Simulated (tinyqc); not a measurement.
Sub-threshold conduction and electro-thermal threshold of an amorphous chalcogenide: one step of the calculation.

Trap-limited conduction: I = I0 exp(-Ea/kB T) sinh(q V dz/(2 ua kB T)), I0 = 2 q A Nt dz/ta. One lumped temperature T = T0 + Rt I V. The threshold is the largest V for which a steady state exists on the low-current branch.

Question. Isothermal quantities. I0, the low-field resistance 2 ua kB T0 exp(Ea/kB T0)/(q dz I0), the slope voltage V0 = 2 ua kB T0/(q dz), and I at V without heating.

Values chosen for this exercise; values of the order of Ge-Sb-Te and related chalcogenides:

| symbol | value | unit | meaning |
|---|---|---|---|
| T0 | 300 | K | ambient temperature |
| A | 910 | nm^2 | cross-section |
| ua | 41 | nm | amorphous thickness |
| dz | 5.2 | nm | distance between traps |
| Ea | 0.41 | eV | activation energy |
| Nt | 2.4e19 | cm^-3 | trap density |
| ta | 1e-14 | s | attempt time |
| V | 2.57 | V | voltage across the amorphous layer |

Constants: q = 1.602176634e-19 C, kB = 1.380649e-23 J/K. Results are converted to the units shown.

Find: I0; low-field resistance; V0; I without heating.

Answer.

I0 = 3.639 mA
low-field resistance = 865.0 Mohm
V0 = 0.4077 V
I without heating = 0.1289 uA

Range of the model: Purely electronic switching mechanisms, filaments and series resistance are left out.

Program tinyqc, `OMP_NUM_THREADS=1 python tinyqc.py 2490135 2490136 out.jsonl`; Intel Xeon 2.30GHz, shared host, one thread, about 0.02 s.
